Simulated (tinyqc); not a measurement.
Conductance against temperature: phonon transmission through an interface between two chains by Green functions. Computed by tinyqc, a small Python program. Command: `OMP_NUM_THREADS=1 python tinyqc.py 3024378 3024379 out.jsonl agf walk`. One thread of a shared host (Intel(R) Xeon(R) Processor @ 2.30GHz), about 0.01 s of CPU time with the checks.

Two semi-infinite chains (masses m_1, m_2; springs k_1, k_2), motion along the chain. The central region holds the end atom of each chain and one interlayer atom of mass m_b, joined by springs k_b. lambda = omega^2 in eV/(angstrom^2 u); nu = 15.6333042 THz x sqrt(lambda).

Inputs (values chosen for the exercise, for two model chains):
```
quantity                          value           unit
mass m_1                           71.7              u
spring k_1                         2.13  eV/angstrom^2
mass m_2                            113              u
spring k_2                         2.32  eV/angstrom^2
junction spring k_b                2.82  eV/angstrom^2
interlayer mass m_b                42.2              u
probe frequency / lower band top   0.88              -
```

Atoms in the interlayer: one.

Constants: nu for 1 eV/(angstrom^2 u) = 15.6333042 THz; h x 1 THz = 4.135667696 meV; k_B = 8.617333262e-05 eV/K; k_B = 1.380649e-23 J/K; h = 6.62607015e-34 J s.

Method:
- nu_max = 15.6333042 THz x 2 sqrt(k/m); impedance Z = sqrt(k m); long-wave transmission 4 Z_1 Z_2/(Z_1 + Z_2)^2; the probe frequency is the given share of the lower band top.
- In chain i, sin(q_i a/2) = nu/nu_max,i. An outgoing wave makes the next atom move as exp(i q_i a) times the end atom, so the lead adds the self-energy Sigma_i = -k_i exp(i q_i a) to the force-constant matrix; Gamma_i = -2 Im Sigma_i = 2 k_i sin(q_i a).
- A = lambda M - K - Sigma over the central atoms, with K_ii the sum of the springs at i, K_(i,i+1) = -k_b; G = inverse of A; transmission = Gamma_1 Gamma_2 |G_(first,last)|^2.
- Landauer conductance G = k_B int tau(nu) x^2 e^x/(e^x - 1)^2 d nu, x = h nu/(k_B T), from 0 to the lower band top (240 Gauss-Legendre points in s from 0 to 1, nu = nu_top sin(pi s/2)); tau is the transmission, and its thermal mean is G over the value for tau = 1 in the same window; the quantum is g_0 = pi^2 k_B^2 T/(3 h).

band top of chain 1 = 5.38903 THz

band top of chain 2 = 4.48008 THz

Conductance:
```
T (K)  G (pW/K)  mean transmission     G/g_0  G for transmission 1 (pW/K)
1       0.92937            0.98197   0.98197                      0.94643
5        4.6467            0.98195   0.98195                       4.7322
20       18.521            0.97935   0.97846                       18.911
50       39.482            0.94950   0.83434                       41.582
100      50.926            0.92787   0.53808                       54.885
200      55.142            0.92004   0.29132                       59.935
400      56.322            0.91787   0.14878                       61.362
800      56.626            0.91732  0.074789                       61.730
```

What does the comparison show, and why?

At 1 K G/g_0 = 0.982; as T goes to 0 it tends to the long-wave transmission, where only the impedances count. Towards high T all modes count more and more alike; at 800 K G is 56.6 pW/K and the mean transmission is 0.917, which is at least 0.7 of the low-T value.

Extremes, crossings and ranges named in words are read from the listed rows.
